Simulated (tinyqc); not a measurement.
From results back to parameters: carbon nanotube by zone folding. Four cases, with inputs chosen for the exercise.

Problem. d = sqrt3 acc sqrt(n^2 + nm + m^2)/pi and tan(theta) = sqrt3 m/(2n + m). Diameter and chiral angle below belong to a hidden tube.

Case 1.

Values chosen (out of a larger set: near those used for carbon; not measured data): acc = 1.44 angstrom (bond length).

d = 9.916 angstrom
theta = 16.10 degrees

Case 2.

Values chosen (out of a larger set: near those used for carbon; not measured data): acc = 1.42 angstrom (bond length).

d = 24.408 angstrom
theta = 30.00 degrees

Case 3.

Values chosen (out of a larger set: near those used for carbon; not measured data): acc = 1.44 angstrom (bond length).

d = 7.145 angstrom
theta = 0.00 degrees

Case 4.

Values chosen (out of a larger set: near those used for carbon; not measured data): acc = 1.42 angstrom (bond length).

d = 18.344 angstrom
theta = 26.33 degrees

Find: n, m; type in zone folding.

Solution. With L = pi d/a, a = sqrt3 acc, the components of C are n + m/2 = L cos(theta) and sqrt3 m/2 = L sin(theta). The tube is metallic where n - m is a multiple of three.

Case 1.

n, m: 10  4

type in zone folding: metallic

Case 2.

n, m: 18  18

type in zone folding: metallic

Case 3.

n, m: 9  0

type in zone folding: metallic

Case 4.

n, m: 15  12

type in zone folding: metallic

Computed by tinyqc, one run a case: `OMP_NUM_THREADS=1 python tinyqc.py N N+1 out.jsonl` with N = 1451113, 1451180, 1451196, 1451221; one thread of a shared Intel(R) Xeon(R) Processor @ 2.30GHz, about 0.03 s a run at most.
